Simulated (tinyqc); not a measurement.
Hubbard ring of 4 sites, step by step. Computed by tinyqc, a small Python program that keeps every step. Settings: hopping = 1.53, U = 8.2, mixing = 1, iteration cap = 65. Command: `OMP_NUM_THREADS=1 python tinyqc.py 22579 22580 out.jsonl` (the two numbers bound the seeds that draw the settings). One thread of a shared host (Intel(R) Xeon(R) Processor @ 2.60GHz), about 0.2 s of CPU time with the checks. Later iterations appear only in the table of the cycle.

## Mean-field iteration 1

one-body matrix (hopping and site energies) (eV), lower triangle:
```
           1          2          3         4
1   0.000000
2  -1.530000   0.000000
3   0.000000  -1.530000   0.000000
4  -1.530000   0.000000  -1.530000  0.000000
```

U = 8.200000 eV

electrons, up and down: 2  2

mixing = 1

n(up) at the start (a guess, not normalised): 1 0.550000, 2 0.450000, 3 0.550000, 4 0.450000

n(down) at the start (a guess): 1 0.450000, 2 0.550000, 3 0.450000, 4 0.550000

H(up) = T + U n(down), H(down) = T + U n(up); fill the lowest levels; n(new) = n + mixing (n(out) - n); E = tr T (rho up + rho down) + U sum n_up n_down of the output.

levels, up (eV): 1.012655  3.690000  4.510000  7.187345

levels, down (eV): 1.012655  3.690000  4.510000  7.187345

energy = -0.496428 eV

n(up) after iteration 1: 1 0.783200, 2 0.216800, 3 0.783200, 4 0.216800

n(down) after iteration 1: 1 0.216800, 2 0.783200, 3 0.216800, 4 0.783200

## Mean-field iteration 2

As before.

levels, up (eV): 0.258594  1.777760  6.422240  7.941406

levels, down (eV): 0.258594  1.777760  6.422240  7.941406

energy = -1.952841 eV

n(up) after iteration 2: 1 0.901132, 2 0.098868, 3 0.901132, 4 0.098868

n(down) after iteration 2: 1 0.098868, 2 0.901132, 3 0.098868, 4 0.901132

## Convergence

Each step fills the lowest levels of T + U n(other spin) and sets n(new) = n + mixing (n(out) - n); stop when output and input agree to 1e-8.

Course of the cycle:
```
iteration       E (eV)  largest |n(out) - n(in)|  mean |n_up - n_down|
1          -0.49642845                  2.33e-01              0.566400
2          -1.95284057                  1.18e-01              0.802264
3          -2.11930979                  3.19e-02              0.866082
4          -2.12740730                  6.34e-03              0.878766
5          -2.12769578                  1.17e-03              0.881100
6          -2.12770535                  2.12e-04              0.881523
7          -2.12770567                  3.83e-05              0.881600
8          -2.12770568                  6.92e-06              0.881614
9          -2.12770568                  1.25e-06              0.881616
10         -2.12770568                  2.26e-07              0.881617
11         -2.12770568                  4.08e-08              0.881617
12         -2.12770568                  7.37e-09              0.881617
```

local moments n_up - n_down: 1 0.881617, 2 -0.881617, 3 0.881617, 4 -0.881617

Converged in 12 iterations. Before convergence this energy mixes input and output and is not variational, so it may rise towards its limit.

## Exact diagonalisation (36 states)

Lowest levels of the sector, and the double occupancy of the lowest state.

lowest levels (eV): -2.698820  -2.182862  -1.199877  -1.016014  -1.016014  0.000000

double occupancy per site = 0.053833

The mean-field solution above lies 0.5711 eV above the exact energy.

## The lowest level by Lanczos steps

From a random start vector (not printed): a_j = <q_j|H|q_j>, b_j = norm of the remainder after orthogonalising; the Ritz value is the lowest eigenvalue of the tridiagonal matrix of a and b so far.

Lanczos:
```
j   a_j (eV)  b_j (eV)  lowest Ritz value (eV)
1   5.642278  6.453663              5.64227837
2   7.238883  6.453144             -0.06226880
3   8.989056  4.582769             -2.00026014
4   8.334212  4.759622             -2.37946149
5   7.925722  6.477382             -2.48725058
6   9.819870  5.657749             -2.55966260
7   7.516177  4.468134             -2.61014369
8   8.212922  6.258097             -2.63160927
9   7.686048  5.300856             -2.65218058
10  7.418945  4.961299             -2.67406014
```
